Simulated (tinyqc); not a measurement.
IGBT as a p-i-n diode in series with a MOS channel, on-state and switching loss: one step of the calculation.

High injection (n = p) in a drift layer from x = -W/2 (anode) to +W/2 (cathode side), recombination only in the layer with lifetime tau, ideal emitters. The channel feeds the cathode side and carries the whole current. Auger recombination, carrier-carrier scattering, emitter losses and the carrier dip under the p body are left out.

Problem. Carrier profile. n(x) = (tau J/(2 q La))[cosh(x/La)/sinh y - B sinh(x/La)/cosh y]. x/La = (2 x/W) y.

Values chosen for this exercise; material values close to those of silicon: doping of the drift layer Nd = 1.2e14 cm^-3; high-injection lifetime tau = 0.78 us; current density J = 250 A/cm^2.

Constants: q = 1.602176634e-19 C. Results are converted to the units shown.

2 x/W, point 0 to 8: -1  -0.75  -0.5  -0.25  0  0.25  0.5  0.75  1
B = 0.48936170
La = 37.967769 um
y = 0.92183451

Wanted: n.

Solution.

n, point 0 to 8 (cm^-3): 2.775e17  2.294e17  1.936e17  1.681e17  1.515e17  1.430e17  1.421e17  1.489e17  1.635e17

The density is 1.70 times higher at the anode than at the cathode side, since holes are the slower carriers; its smallest listed value is 1180 times Nd.

Numbers from tinyqc (`OMP_NUM_THREADS=1 python tinyqc.py 2590105 2590106 out.jsonl`; about 0.01 s on one thread of a shared Intel Xeon 2.30GHz).
